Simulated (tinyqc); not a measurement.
What each parameter does: core-shell quantum dot (spherical envelope functions).

Parabolic bands; strain and other valleys are left out. s states, u = r psi, hard wall at R + H, c = hbar^2/2m0, energies from the band edges of the core. Core: u = sin(k1 r)/k1, k1 = sqrt(m1 E/c). At R, psi and psi'/m are continuous, so u is continuous and its slope in the shell is s = u/R + (m2/m1)(u' - u/R). Shell: u(R + x) = u(R) cos(k2 x) + s sin(k2 x)/k2, k2 = sqrt(m2 (E - V)/c); for negative arguments the functions turn into sinh and cosh. A level has u(R + H) = 0.

Overlap = (integral of u_e u_h)^2 with normalised u. Coulomb integrals J_ab = (q/eps) double integral of u_a(r)^2 u_b(s)^2/max(r, s), q = e^2/(4 pi eps0), one eps everywhere. Exciton E = Eg + E_e + E_h - J_eh; first-order biexciton shift J_ee + J_hh - 2 J_eh (positive: repulsive).

Constants: hbar^2/2m0 = 3.80998211 eV angstrom^2; e^2/(4 pi eps0) = 14.39964547 eV angstrom; hc = 1239.841984 eV nm.

Inputs chosen for the exercise (near those of a CdTe/CdSe core-shell dot; not measured data):

| symbol | value | unit | meaning |
|---|---|---|---|
| R | 12 | angstrom | core radius |
| H | 24 | angstrom | shell thickness |
| Vc | -0.321 | eV | conduction edge of the shell above that of the core |
| Vv | 0.554 | eV | hole barrier of the shell |
| me1 | 0.096 | m0 | electron, core |
| me2 | 0.13 | m0 | electron, shell |
| mh1 | 0.342 | m0 | hole, core |
| mh2 | 0.442 | m0 | hole, shell |
| Eg | 1.522 | eV | gap of the core |
| eps | 6.7 |  | dielectric constant |

All quantities anew.

One parameter was then changed.

Results before and after:

| case | E (eV) | overlap | electron in core | biexciton shift (meV) |
|---|---|---|---|---|
| base | 1.696 | 0.438 | 0.126 | 58.8 |
| changed | 1.641 | 0.333 | 0.084 | 72.3 |

Which of these changes was made? (a) Vv = 0.416 eV; (b) Vc = -0.221 eV; (c) mh1 = 0.274 m0; (d) H = 29 angstrom; (e) R = 15 angstrom; (f) me2 = 0.163 m0; (g) eps = 7.7.

Answer: (d) H = 29 angstrom. Of the candidates, run in turn, only this one gives the changed row.

All candidates:

| case | E (eV) | overlap | electron in core | biexciton shift (meV) |
|---|---|---|---|---|
| base | 1.696 | 0.438 | 0.126 | 58.8 |
| R = 15 angstrom | 1.609 | 0.383 | 0.164 | 53.7 |
| H = 29 angstrom | 1.641 | 0.333 | 0.084 | 72.3 |
| Vc = -0.221 eV | 1.780 | 0.467 | 0.142 | 55.5 |
| Vv = 0.416 eV | 1.658 | 0.554 | 0.126 | 44.3 |
| me2 = 0.163 m0 | 1.650 | 0.419 | 0.115 | 61.1 |
| mh1 = 0.274 m0 | 1.716 | 0.483 | 0.126 | 50.1 |
| eps = 7.7 | 1.711 | 0.438 | 0.126 | 51.2 |

Computed by tinyqc, a small Python program: `OMP_NUM_THREADS=1 python tinyqc.py 1252659 1252660 out.jsonl` (the numbers bound the seed that draws the inputs); one thread of a shared host (Intel(R) Xeon(R) Processor @ 2.30GHz), about 0.02 s for the whole set of steps.
